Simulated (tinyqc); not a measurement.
Worked calculation: CISD on RHF in the 6-311g basis, for H2, spin multiplicity 1. One step of it, computed by the program tinyqc.

Question. Iteration 6 (converged): orbitals. Diagonalise F' = X^T F X, C = X C', fill 1 alpha and 1 beta electrons from the bottom; D = 2 C_occ C_occ^T. Each column has its largest component positive (the first on a tie).

converged F (hartree):
```
           1H 1s      1H 2s      1H 3s      2H 1s      2H 2s      2H 3s
1H 1s   0.693123  -0.335429  -0.408071  -0.305970  -0.372413  -0.352275
1H 2s  -0.335429  -0.261798  -0.342004  -0.372413  -0.400875  -0.360913
1H 3s  -0.408071  -0.342004  -0.257063  -0.352275  -0.360913  -0.283590
2H 1s  -0.305970  -0.372413  -0.352275   0.693123  -0.335429  -0.408071
2H 2s  -0.372413  -0.400875  -0.360913  -0.335429  -0.261798  -0.342004
2H 3s  -0.352275  -0.360913  -0.283590  -0.408071  -0.342004  -0.257063
```

X:
```
           1H 1s      1H 2s      1H 3s      2H 1s      2H 2s      2H 3s
1H 1s   1.375807  -0.752305   0.210534   0.045491   0.007861  -0.047890
1H 2s  -0.752305   2.173241  -1.039654   0.007861  -0.339265   0.243329
1H 3s   0.210534  -1.039654   2.253269  -0.047890   0.243329  -1.049209
2H 1s   0.045491   0.007861  -0.047890   1.375807  -0.752305   0.210534
2H 2s   0.007861  -0.339265   0.243329  -0.752305   2.173241  -1.039654
2H 3s  -0.047890   0.243329  -1.049209   0.210534  -1.039654   2.253269
```

Give: F' = X^T F X; orbital energies; coefficients C; D after iteration 6.

Answer.

F' = X^T F X (hartree):
```
         1        2        3        4        5        6
1   1.7234  -1.1744   0.0031  -0.0063  -0.1716  -0.1257
2  -1.1744   0.9271  -0.3798  -0.1716  -0.1998  -0.0295
3   0.0031  -0.3798   0.1723  -0.1257  -0.0295  -0.1326
4  -0.0063  -0.1716  -0.1257   1.7234  -1.1744   0.0031
5  -0.1716  -0.1998  -0.0295  -1.1744   0.9271  -0.3798
6  -0.1257  -0.0295  -0.1326   0.0031  -0.3798   0.1723
```

orbital energies (hartree): MO1 -0.5130, MO2 0.1099, MO3 0.3339, MO4 0.5318, MO5 2.5199, MO6 2.6633

coefficients C:
```
          MO1      MO2      MO3      MO4      MO5      MO6
1H 1s  0.1553   0.1101  -0.0452  -0.0983  -1.0888  -1.1288
1H 2s  0.3061   0.0968  -0.8516  -1.2796   1.6191   1.2071
1H 3s  0.1788   1.4127   0.8993   1.8102  -1.0183  -0.4632
2H 1s  0.1553  -0.1101  -0.0452   0.0983   1.0888  -1.1288
2H 2s  0.3061  -0.0968  -0.8516   1.2796  -1.6191   1.2071
2H 3s  0.1788  -1.4127   0.8993  -1.8102   1.0183  -0.4632
```

D after iteration 6:
```
        1H 1s   1H 2s   1H 3s   2H 1s   2H 2s   2H 3s
1H 1s  0.0483  0.0951  0.0555  0.0483  0.0951  0.0555
1H 2s  0.0951  0.1874  0.1094  0.0951  0.1874  0.1094
1H 3s  0.0555  0.1094  0.0639  0.0555  0.1094  0.0639
2H 1s  0.0483  0.0951  0.0555  0.0483  0.0951  0.0555
2H 2s  0.0951  0.1874  0.1094  0.0951  0.1874  0.1094
2H 3s  0.0555  0.1094  0.0639  0.0555  0.1094  0.0639
```
